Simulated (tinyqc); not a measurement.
From results back to parameters: inversion layer as a triangular well, valleys of the Si type. Three cases, with inputs chosen for the exercise.

Problem. The spacing of the two lowest levels of one ladder was computed from a hidden sheet density Ns.

The field is taken as constant, e F = 4 pi (e^2/4 pi eps0)(Nd + eta Ns)/eps, with 1e12/cm^2 = 1e-4/angstrom^2, and the oxide as a hard wall at z = 0; c = hbar^2/2m0.

Level j of a valley lies at E_j = a_j (c (e F)^2/m_z)^(1/3) above the band edge at the surface, with the Airy zeros a_j = 2.338107, 4.087949, 5.520560, 6.786708, 7.944134, 9.022651, 10.040174, 11.008524, 11.936016, 12.828777, and has <z> = 2 E_j/(3 e F).

Constants: hbar^2/2m0 = 3.80998211 eV angstrom^2; e^2/(4 pi eps0) = 14.39964547 eV angstrom.

Case 1.

Values chosen (near those of Si; the results hold for these values, not for the real material): m_z = 0.2622 m0 (confinement mass); eps = 11.9 (dielectric constant); Nd = 0.18 x 1e12/cm^2 (depletion charge); eta = 0.5 (share of Ns in the effective field).

E_1 - E_0 = 122.1022 meV

Case 2.

Values chosen (near those of Si; the results hold for these values, not for the real material): m_z = 0.916 m0 (confinement mass); eps = 11.9 (dielectric constant); Nd = 0.71 x 1e12/cm^2 (depletion charge); eta = 0.75 (share of Ns in the effective field).

E_1 - E_0 = 55.7753 meV

Case 3.

Values chosen (near those of Si; the results hold for these values, not for the real material): m_z = 0.906 m0 (confinement mass); eps = 11.6 (dielectric constant); Nd = 0.46 x 1e12/cm^2 (depletion charge); eta = 0.75 (share of Ns in the effective field).

E_1 - E_0 = 118.1546 meV

Find: F; Ns.

Solution. e F = sqrt(m_z/c) [(E_1 - E_0)/(a_1 - a_0)]^(3/2), with a_0 and a_1 the first two zeros; then Ns = (eps e F/(4 pi e^2/4 pi eps0) - Nd)/eta.

Case 1.

F = 0.4836 MV/cm
Ns = 6.00 x 1e12/cm^2

Case 2.

F = 0.2790 MV/cm
Ns = 1.50 x 1e12/cm^2

Case 3.

F = 0.8556 MV/cm
Ns = 6.70 x 1e12/cm^2

Computed by tinyqc, one run a case: `OMP_NUM_THREADS=1 python tinyqc.py N N+1 out.jsonl` with N = 1251060, 1251070, 1251105; one thread of a shared Intel(R) Xeon(R) Processor @ 2.30GHz, about 0.03 s a run at most.
